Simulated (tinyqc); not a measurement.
# Capillary instabilities by surface diffusion: grooving and agglomeration of films, edge retraction, wire break-up and smoothing of roughness, step by step

A worked calculation. Computed by tinyqc, a small Python program that keeps every step. Command: `OMP_NUM_THREADS=1 python tinyqc.py 3002676 3002677 out.jsonl dewet walk`. One thread of a shared host (Intel(R) Xeon(R) Processor @ 2.30GHz), about 0.01 s of CPU time with the checks. Intermediate numbers are printed to about 6 digits and carried at full precision; extremes and crossings named in words are read from the listed rows.

Isotropic surface energy; shapes change by surface diffusion alone.

Inputs (values chosen for the exercise, of the order of those of a ruthenium film):
```
quantity                                value        unit
surface energy gamma_s                   2.79       J/m^2
grain-boundary energy gamma_b               1       J/m^2
contact angle on the substrate theta      125     degrees
atomic volume Omega                      13.6  angstrom^3
surface sites nu                           11      1/nm^2
prefactor D0                          2.1e-05       m^2/s
activation energy Q                      2.19          eV
temperature T                            1229           K
time t                                    500           s
film thickness h                          5.7          nm
grain radius R                             18          nm
wire radius r                             2.2          nm
initial ripple over radius               0.05           -
roughness wavelength lambda               140          nm
```

Grooves: at the surface only.

Constants: k_B = 8.617333262e-05 eV/K; k_B = 1.380649e-23 J/K.

## The Mullins constant

B = D_s nu gamma_s Omega^2/(k_B T), D_s = D0 exp(-Q/(k_B T)).

D_s = 2.19611e-14 m^2/s

B = 7346.73 nm^4/s

length (B t)^(1/4) = 43.7790 nm

Lengths grow as t^(1/4): doubling one takes 16 times as long, or roughly 200 K more.

## Will grooves cut through?

Groove angle beta: sin(beta) = gamma_b/(2 gamma). For circular grains of radius R with spherical caps the groove ends (measured from the mean surface) at the depth R g(beta), g = (2 - 3 cos beta + cos^3 beta)/(3 sin^3 beta). The film parts if R g(beta_s) > h.

beta_s = 10.3238 degrees

sum of g = 0.0452914

critical R/h = 22.0793

final depth over h = 0.143025

The grooves stop short by this estimate; triple junctions groove deeper and may still open.

## Groove growth in time

Mullins' isolated groove: depth below the flat surface d = 0.780 m (B t)^(1/4), m = tan(beta_s), width between the ridges 4.6 (B t)^(1/4); time to reach h: (h/(0.780 m))^4/B.

groove depth = 6.22035 nm

groove width = 201.383 nm

time to reach the substrate = 352.541 s

Caution: this depth exceeds the film thickness, so the isolated-groove formula no longer applies. Caution: the grooves of neighbouring boundaries overlap, so the depth levels off at its final value. Caution: the grains are too small for the surface groove ever to reach the depth h.

## Retraction of a straight edge

A rim shaped as a circular segment with contact angle theta holds the area h x; its radius r obeys r^2 (theta - sin theta cos theta) = h x. To advance, the edge must carry a strip of the rim height H = r (1 - cos theta) over the rim, driven by the curvature 1/r over the distance r theta (the scaling argument of Brandon and Bradshaw): H dx/dt = B/(theta r^2) gives x^(5/2) = (5/2) B t c^(3/2)/(theta (1 - cos theta) h^(3/2)), c = theta - sin theta cos theta.

retraction x = 235.235 nm

rim height H = 35.3859 nm

present speed = 0.188188 nm/s

The rim is 6.2 times the film thickness. x goes as t^(2/5) h^(-3/5): thin films retract faster.

## Break-up of a free wire

A wire with r + A cos(k z) has dA/dt = (B/r^4) (kr)^2 [1 - (kr)^2] A: unstable for wavelengths above 2 pi r, fastest at kr = 1/sqrt 2 with the rate B/(4 r^4); break-up time about (4 r^4/B) ln(r/A0); each wavelength makes a sphere of radius (3 r^2 lambda_m/4)^(1/3).

fastest wavelength = 19.5487 nm

break-up time = 0.0382085 s

radius of the spheres = 4.14007 nm

t over the break-up time = 13086.1

The wire breaks up within t. Caution: faceting can stabilise wires along low-index directions.

## Smoothing against break-up

Roughness of wavelength lambda on a flat face decays as exp[-B (2 pi/lambda)^4 t]; the smoothing time is that for a factor e^3.

Times (s); the last column is (h/(0.780 tan beta_s))^4/B:
```
T (K)   B (nm^4/s)    smoothing  wire break-up  groove to depth h
1045   2.26601e+02  3.26326e+03    1.23877e+00        1.14299e+04
1106   8.18744e+02  9.03163e+02    3.42851e-01        3.16341e+03
1168   2.62533e+03  2.81663e+02    1.06923e-01        9.86552e+02
1229   7.34673e+03  1.00651e+02    3.82085e-02        3.52541e+02
1290   1.86088e+04  3.97370e+01    1.50846e-02        1.39183e+02
1352   4.38216e+04  1.68743e+01    6.40569e-03        5.91038e+01
1475   1.92588e+05  3.83959e+00    1.45755e-03        1.34485e+01
```

All times share 1/B, so their ratios do not depend on T: break-up over smoothing is 3.8e-4. The wire breaks before this roughness is smoothed, at any temperature. Smoothing is safe for lambda well below 2 pi r, above which a ripple along the wire grows instead. B spans 2.9 decades over these rows.

Checks made by the program: g against the volume of a spherical cap (relative difference below 1e-10).
